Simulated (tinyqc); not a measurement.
Atomic layer deposition: Langmuir saturation, growth per cycle and coating of deep features: one step, computed by the program tinyqc. Command: `OMP_NUM_THREADS=1 python tinyqc.py 3004680 3004681 out.jsonl ald walk`. One thread of a shared host (Intel(R) Xeon(R) Processor @ 2.30GHz), about 0.01 s of CPU time with the checks.

Precursor A sticks only on free sites, so a long enough pulse saturates; co-reactant B then frees the sites again.

Problem. The first four cycles. One cycle from coverage th0: pulse A gives th1 = th_s + (th0 - th_s) exp(-(k_a + k_d) t), th_s = k_a/(k_a + k_d); the purge leaves th2 = th1 exp(-k_d t_p); pulse B converts c_B th2 into film and leaves th3 = (1 - c_B) th2. Growth = G c_B th2. Start from th0 = 0.

Inputs (values chosen for the exercise, modelled on aluminium oxide from trimethylaluminium and water):

| quantity | value | unit |
|---|---|---|
| growth per cycle at saturation G | 1.1 | angstrom |
| temperature T | 350 | C |
| pulse time t | 0.043 | s |
| co-reactant completion per pulse c_B | 0.99 | - |
| purge time t_p | 13 | s |

k_a = 57.84080 1/s

k_d = 3.171962e-04 1/s

Give: Cycles.

Solution.

Cycles:

| cycle | th0 | th1 | th2 | th3 | growth (angstrom) |
|---|---|---|---|---|---|
| 1 | 0.000000 | 0.9168 | 0.9131 | 0.009131 | 0.9943 |
| 2 | 0.009131 | 0.9176 | 0.9138 | 0.009138 | 0.9952 |
| 3 | 0.009138 | 0.9176 | 0.9138 | 0.009138 | 0.9952 |
| 4 | 0.009138 | 0.9176 | 0.9138 | 0.009138 | 0.9952 |
